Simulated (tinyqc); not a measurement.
# Read current of a NAND string, cells in series solved by shooting: effect of the bit-line voltage

Cells in series, numbered from 0 at the source line (0 V) to the bit line, each followed by a gap resistance Rg. A cell with gate Vg, threshold VT, source Vs and drain Vd passes I = 2 nf K Vt^2 [F(Vs) - F(Vd)]/(1 + th max(Vg - VT, 0)), F(V) = ln^2(1 + exp((Vg - VT - nf V)/(2 nf Vt))). The selected cell has Vg = Vr, the others Vg = Vp.

For a trial current I start at 0 V and, cell by cell, solve for the drain: sqrt(F(Vd)) = sqrt(F(Vs) - I/k), k = 2 nf K Vt^2/(1 + th max(Vg - VT, 0)), Vd = [Vg - VT - 2 nf Vt ln(exp(sqrt F) - 1)]/nf, then add I Rg. The string current is the I for which the last node reaches Vbl. The apparent threshold is the Vr at which I = Is. Background: all other cells erased (VT = Ve) or all in the highest state (VT = Vh); ratio and shift are high over erased and high minus erased. The string has 64 cells and the selected one is cell 32.

Parameters, values chosen for the exercise; values of the order met in vertical NAND strings:
- T = 358 K (temperature)
- K = 15 uA/V^2 (gain factor of a cell)
- nf = 1.6 (slope factor)
- th = 0.12 1/V (mobility reduction factor)
- Rg = 24 kohm (resistance of the gap between cells)
- Vp = 6 V (pass voltage)
- Ve = -1.5 V (threshold of an erased cell)
- Vh = 3.9 V (threshold of the highest state)
- Vx = 2.1 V (threshold of the selected cell)
- Is = 50 nA (sensing current)
- Vr = 3.19 V (read voltage on the selected word line)

Constants: q = 1.602176634e-19 C, kB = 1.380649e-23 J/K, Vt = kB T/q. Results are converted to the units shown.

Effect of the bit-line voltage:
```
Vbl (V),"I, others erased (uA)","I, others high (uA)",ratio,"apparent VT, erased (V)","apparent VT, high (V)",background shift (mV)
0.3,0.1101,0.06734,0.6114,2.268,2.344,76.16
0.4,0.1457,0.08705,0.5974,2.267,2.331,63.79
0.5,0.1806,0.1052,0.5828,2.267,2.330,63.05
0.6,0.2146,0.1218,0.5676,2.267,2.330,63.00
0.7,0.2476,0.1366,0.5518,2.267,2.330,63.00
0.8,0.2791,0.1496,0.5358,2.267,2.330,63.00
```

What does the table show?

As Vbl goes from 0.3 to 0.8 V, the current with erased neighbours rises from 0.110 to 0.279 uA, that with high neighbours rises from 0.0673 to 0.150 uA and the ratio falls from 0.611 to 0.536. The background shift falls from 76.2 to 63.0 mV.

tinyqc, about 0.4 s, one thread, Intel Xeon 2.30GHz (shared host): `OMP_NUM_THREADS=1 python tinyqc.py 2142003 2142004 out.jsonl`
